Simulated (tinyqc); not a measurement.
Hubbard ring of 4 sites, step by step. Computed by tinyqc, a small Python program that keeps every step. Settings: hopping = 1.9, U = 7.8, mixing = 1, iteration cap = 71. Command: `OMP_NUM_THREADS=1 python tinyqc.py 21370 21371 out.jsonl` (the two numbers bound the seeds that draw the settings). One thread of a shared host (Intel(R) Xeon(R) Processor @ 2.60GHz), about 0.2 s of CPU time with the checks. Later iterations appear only in the table of the cycle.

## Mean-field iteration 1

one-body matrix (hopping and site energies) (eV):
```
           1          2          3          4
1  -0.400000  -1.900000   0.000000  -1.900000
2  -1.900000   0.290000  -1.900000   0.000000
3   0.000000  -1.900000   0.380000  -1.900000
4  -1.900000   0.000000  -1.900000   0.920000
```

U = 7.800000 eV

electrons, up and down: 2  2

mixing = 1

n(up) at the start (a guess, not normalised): 1 0.500000, 2 0.500000, 3 0.500000, 4 0.500000

n(down) at the start (a guess): 1 0.500000, 2 0.500000, 3 0.500000, 4 0.500000

H(up) = T + U n(down), H(down) = T + U n(up); fill the lowest levels; n(new) = n + mixing (n(out) - n); E = tr T (rho up + rho down) + U sum n_up n_down of the output.

levels, up (eV): 0.350866  3.894715  4.502498  8.041922

levels, down (eV): 0.350866  3.894715  4.502498  8.041922

energy = 2.941554 eV

n(up) after iteration 1: 1 0.812199, 2 0.274814, 3 0.717788, 4 0.195199

n(down) after iteration 1: 1 0.812199, 2 0.274814, 3 0.717788, 4 0.195199

## Mean-field iteration 2

As before.

levels, up (eV): 0.009911  2.438057  5.956832  8.385200

levels, down (eV): 0.009911  2.438057  5.956832  8.385200

energy = 6.897649 eV

n(up) after iteration 2: 1 0.146026, 2 0.855256, 3 0.143901, 4 0.854817

n(down) after iteration 2: 1 0.146026, 2 0.855256, 3 0.143901, 4 0.854817

## Convergence

Each step fills the lowest levels of T + U n(other spin) and sets n(new) = n + mixing (n(out) - n); stop when output and input agree to 1e-8.

Course of the cycle:

| iteration | E (eV) | largest \|n(out) - n(in)\| | mean \|n_up - n_down\| |
|---|---|---|---|
| 1 | 2.94155414 | 3.12e-01 | 0.000000 |
| 2 | 6.89764858 | 6.66e-01 | 0.000000 |
| 3 | 7.21142428 | 7.69e-01 | 0.000000 |
| 4 | 8.86744543 | 8.07e-01 | 0.000000 |
| 5 | 7.72391320 | 8.19e-01 | 0.000000 |
| 6 | 9.00100059 | 8.22e-01 | 0.000000 |
| 7 | 7.75254991 | 8.22e-01 | 0.000000 |
| 8 | 9.00820528 | 8.23e-01 | 0.000000 |
| 9 | 7.75406621 | 8.23e-01 | 0.000000 |
| 10 | 9.00858842 | 8.23e-01 | 0.000000 |
| 11 | 7.75414645 | 8.23e-01 | 0.000000 |
| ... | ... | ... | ... |
| 61 | 7.75415093 | 8.23e-01 | 0.000000 |
| 62 | 9.00860991 | 8.23e-01 | 0.000000 |
| 63 | 7.75415093 | 8.23e-01 | 0.000000 |
| 64 | 9.00860991 | 8.23e-01 | 0.000000 |
| 65 | 7.75415093 | 8.23e-01 | 0.000000 |
| 66 | 9.00860991 | 8.23e-01 | 0.000000 |
| 67 | 7.75415093 | 8.23e-01 | 0.000000 |
| 68 | 9.00860991 | 8.23e-01 | 0.000000 |
| 69 | 7.75415093 | 8.23e-01 | 0.000000 |
| 70 | 9.00860991 | 8.23e-01 | 0.000000 |
| 71 | 7.75415093 | 8.23e-01 | 0.000000 |

Not converged within 71 iterations: the residual has stopped falling: the iteration swings between two states. The lowest mean-field energy found from random starts is -2.11308 eV. Reruns (cap 100 unless said): mixing 0.2: not converged; mixing 0.5: not converged; mixing 0.9: not converged; the original settings with a cap of 400: not converged.

## Exact diagonalisation (36 states)

Lowest levels of the sector, and the double occupancy of the lowest state.

lowest levels (eV): -2.764381  -2.198272  -0.816347  -0.369700  -0.362174  1.190000

double occupancy per site = 0.070944

## The lowest level by Lanczos steps

From a random start vector (not printed): a_j = <q_j|H|q_j>, b_j = norm of the remainder after orthogonalising; the Ritz value is the lowest eigenvalue of the tridiagonal matrix of a and b so far.

Lanczos:

| j | a_j (eV) | b_j (eV) | lowest Ritz value (eV) |
|---|---|---|---|
| 1 | 6.673289 | 4.871562 | 6.67328935 |
| 2 | 10.188908 | 7.464918 | 3.25210144 |
| 3 | 7.333338 | 5.432802 | -0.38840702 |
| 4 | 11.135731 | 5.292911 | -1.42905453 |
| 5 | 10.918473 | 7.919138 | -1.65569218 |
| 6 | 7.739434 | 5.731399 | -1.96634544 |
| 7 | 9.361524 | 4.527723 | -2.32254129 |
| 8 | 12.522192 | 6.311906 | -2.40664976 |
| 9 | 6.536956 | 6.004338 | -2.45203846 |
| 10 | 7.258937 | 4.678354 | -2.52316455 |
